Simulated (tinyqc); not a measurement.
Thermal boundary conductance by the acoustic and diffuse mismatch models: one step, computed by the program tinyqc.

Each side has one longitudinal and two transverse Debye branches, omega = v q up to q_D = (6 pi^2 n)^(1/3), with n counting all atoms. Scattering at the interface is elastic. Electrons are left out of G, also for metals. Melting is ignored. G refers to the temperatures of the phonons sent towards the interface. Linear branches over all atoms overstate G at high T, most for crystals with several atoms a cell.

Task: Boundary conductance. G = (k_B^4 T^3/(8 pi^2 hbar^3)) int W(x) x^4 e^x/(e^x - 1)^2 dx, x = hbar omega/(k_B T). Acoustic mismatch: W = sum over the three branches of alpha(1 to 2)/v_1^2, each up to the lower of its two cut-offs. Diffuse mismatch: W = S_1 S_2/(S_1 + S_2), where S_i sums 1/v^2 over the branches of side i still below their cut-off. Radiation limit: W = min(S_1, S_2). The integral is split at the four cut-offs (64 Gauss-Legendre points a piece, x at most 45). Boundary resistance R = 1/G and Kapitza length kappa_2/G use the diffuse value.

Inputs (values chosen for the exercise, for two model solids): conductivity kappa_2 = 10.3 W/(m K); temperature T = 50 K.

Structure: film on a substrate.

Branches:
```
branch,v (m/s),cut-off (K),Z (1e6 kg/(m^2 s))
"L, side 1",2600,269.497,13.6760
"T, side 1",1300,134.749,6.8380
"L, side 2",13300,1402.133,53.9980
"T, side 2",6920,729.531,28.0952
```

Transmission:
```
branch,t at normal incidence,largest angle from side 1 (deg),"alpha, 1 to 2","alpha, 2 to 1"
L,0.6449901,11.27327,0.01843656,0.4824325
T,0.6297156,10.82800,0.02753589,0.7802334
```

Constants: k_B = 1.380649e-23 J/K; hbar = 1.054571817e-34 J s.

Give: G, acoustic mismatch; G, diffuse mismatch; G, radiation limit; boundary resistance R; Kapitza length in side 2.

Result:

G, acoustic mismatch = 9.709 MW/(m^2 K)

G, diffuse mismatch = 32.11 MW/(m^2 K)

G, radiation limit = 39.43 MW/(m^2 K)

boundary resistance R = 31.14 m^2 K/GW

Kapitza length in side 2 = 320.8 nm

The diffuse value is 3.31 times the acoustic one and 81 % of the radiation limit. Diffuse scattering raises G here: it ignores the impedance mismatch and lets phonons change direction and branch. Caution: kappa_2 is of room-temperature size, so the Kapitza length is only nominal at this T.
